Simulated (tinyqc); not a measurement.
Ways to converge the cycle: SCF convergence aids in the sto-6g basis, for H4, spin multiplicity 3. Computed by the program tinyqc with PySCF. Command: `OMP_NUM_THREADS=1 python tinyqc.py 110657 110658 out.jsonl`; one thread of a shared host (Intel(R) Xeon(R) Processor @ 2.60GHz), about 0.7 s.

Geometry (angstrom):

| atom | x | y | z |
|---|---|---|---|
| H | 0.0000 | 0.0000 | 0.0000 |
| H | 0.0000 | 0.0000 | 1.6500 |
| H | 0.0000 | 0.0000 | 2.7690 |
| H | 0.0000 | 0.0000 | 4.4190 |

lowest solution found by these runs and by PySCF with stability checks = -1.970256 hartree

UHF with one setting changed at a time; a run stops when the energy changes by less than 1e-09 hartree and the error matrix is below 1e-5. The start is the core Hamiltonian. Damping d keeps d of the old density; a shift (hartree) raises the virtual levels; DIIS n extrapolates F over n matrices.

Largest element of the error matrix X^T (FDS - SDF) X:

| iteration | plain | damping 0.3 | damping 0.6 | shift 0.4 | DIIS 3 | DIIS 8 |
|---|---|---|---|---|---|---|
| 1 | 1.6e-01 | 1.6e-01 | 1.6e-01 | 1.6e-01 | 1.6e-01 | 1.6e-01 |
| 2 | 5.0e-02 | 8.3e-02 | 1.2e-01 | 1.0e-01 | 5.0e-02 | 5.0e-02 |
| 3 | 1.6e-02 | 4.3e-02 | 8.4e-02 | 5.3e-02 | 8.8e-03 | 8.8e-03 |
| 4 | 5.3e-03 | 2.2e-02 | 6.1e-02 | 2.8e-02 | 5.8e-04 | 5.8e-04 |
| 5 | 1.7e-03 | 1.2e-02 | 4.4e-02 | 1.4e-02 | 5.6e-05 | 2.5e-04 |
| 6 | 5.9e-04 | 6.0e-03 | 3.2e-02 | 7.3e-03 | 4.8e-07 | 1.6e-04 |
| 8 | 7.5e-05 | 1.6e-03 | 1.6e-02 | 2.0e-03 | - | 1.0e-04 |
| 10 | 9.3e-06 | 4.4e-04 | 8.6e-03 | 5.3e-04 | - | 1.7e-05 |
| 14 | - | 3.6e-05 | 2.3e-03 | 5.1e-05 | - | - |
| 20 | - | 9.8e-07 | 3.4e-04 | - | - | - |
| 30 | - | - | 1.4e-05 | - | - | - |

How each run ends:

| run | iterations | E (hartree) | state |
|---|---|---|---|
| plain | 11 | -1.97026 | lowest found |
| damping 0.3 | 20 | -1.97026 | lowest found |
| damping 0.6 | 40 | -1.97026 | lowest found |
| shift 0.4 | 18 | -1.97026 | lowest found |
| DIIS 3 | 7 | -1.97026 | lowest found |
| DIIS 8 | 12 | -1.97026 | lowest found |

6 of 6 runs reach the lowest solution found, in 7 to 40 iterations (fastest: DIIS 3). Plain steps already contract here, so damping only slows them. DIIS 3 gains by cancelling the error over several earlier matrices, much as a quasi-Newton step does. DIIS minimises the error, not the energy, so it can stall or settle near a saddle, and its small system turns near-singular when few rotations are active.
